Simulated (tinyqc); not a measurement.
# Resonant-tunnelling diode, transfer matrices and Tsu-Esaki current: effects of single changes

Emitter (band edge 0), barrier d1, well Lw, barrier d2, collector (edge -V). The bias drops linearly over these layers and none in the contacts; each layer is cut into ns equal slices, flat at the value of their centres. E is the energy of motion across the layers, C = hbar^2/(2 m0), psi and psi'/m are continuous. Transport is coherent, T(E) is taken as independent of the transverse momentum, and charge in the well is ignored.

Parameters, values chosen for the exercise; masses and offsets of a made-up heterostructure:

| symbol | value | unit | meaning |
|---|---|---|---|
| T | 300 | K | temperature |
| mw | 0.32 | m0 | mass in the well, spacer and contacts |
| U1 | 1.1 | eV | barrier height |
| m1 | 0.54 | m0 | barrier mass |
| d1 | 0.8 | nm | emitter barrier |
| Lw | 1.5 | nm | well width |
| d2 | 0.8 | nm | collector barrier |
| ns | 2 |  | slices in each layer |
| Ef | 0.09 | eV | Fermi energy of both contacts above their band edges |
| V | 0.26 | V | bias of the collector |

Constants: q = 1.602176634e-19 C, kB = 1.380649e-23 J/K, hbar = 1.054571817e-34 J s, m0 = 9.1093837015e-31 kg, Vt = kB T/q, hbar^2/(2 m0) = 0.0380998212 eV nm^2. Results are converted to the units shown.

Each table varies one quantity; the others keep the values above.

## Current against voltage

For the pair (psi, psi'/m) a flat layer has M = [[cos kd, (m/k) sin kd], [-(k/m) sin kd, cos kd]] with k = sqrt(m (E - U)/C) above its edge U, and M = [[cosh Kd, (m/K) sinh Kd], [(K/m) sinh Kd, cosh Kd]] with K = sqrt(m (U - E)/C) below it. Later slices stand to the left. With M acting on (psi, psi'/m) and v = k/m in each lead, T(E) = 4 vL vR/[(vL vR M12 - M21)^2 + (vR M11 + vL M22)^2]. J = J0 times the integral over E > 0 of T(E) N(E), N = ln[(1 + exp((Ef - E)/Vt))/(1 + exp((Ef - V - E)/Vt))], J0 = q^2 mw m0 kB T/(2 pi^2 hbar^3) (times 1e-4 for A/cm^2 per eV). The integral is converged to the digits shown.

Current against voltage:
```
V (V)	J (kA/cm^2)
0.043	5.189
0.1	17.95
0.158	50.04
0.215	119.3
0.273	231.7
0.33	331.4
0.388	299.0
0.445	6.459
0.503	3.041
0.56	2.334
0.618	2.123
0.675	2.135
```

What does the comparison show?

Among the rows the current peaks at 331 kA/cm^2 at V = 0.33 V and falls to 2.12 kA/cm^2 at 0.618 V, a ratio of 156. At zero bias the resonance lies at 0.213 eV and the centre of the well takes the share 0.500 of the bias, so the level should reach the emitter band edge near V = 0.426 V; beyond that only the tail of the broadened level (width 1.54 meV at zero bias) and off-resonant tunnelling carry current. Without scattering and space charge the valley comes out far lower than in a real diode. In 5 of the 12 rows the bias alone exceeds 0.4 V, so electrons enter the collector far above its band edge, where real bands are no longer parabolic.

## Effect of the Fermi energy

Same model as above.

Er is the first maximum of T(E) at this bias.

Effect of the Fermi energy:
```
Ef (eV)	N at Er = 0.0811 eV	J (kA/cm^2)
0.02	0.08992	21.07
0.039	0.1792	41.88
0.057	0.3319	77.41
0.076	0.5993	139.4
0.094	0.9734	226.1
0.113	1.489	345.9
0.131	2.065	479.9
0.15	2.732	635.3
```

What does the comparison show?

J rises from 21.1 to 635 kA/cm^2, a factor of 30.2, while N at the resonance grows by 30.4. The two agree within 10 %, so the resonance carries the current.

Numbers from tinyqc (`OMP_NUM_THREADS=1 python tinyqc.py 2600029 2600030 out.jsonl`; about 0.08 s on one thread of a shared Intel Xeon 2.30GHz).
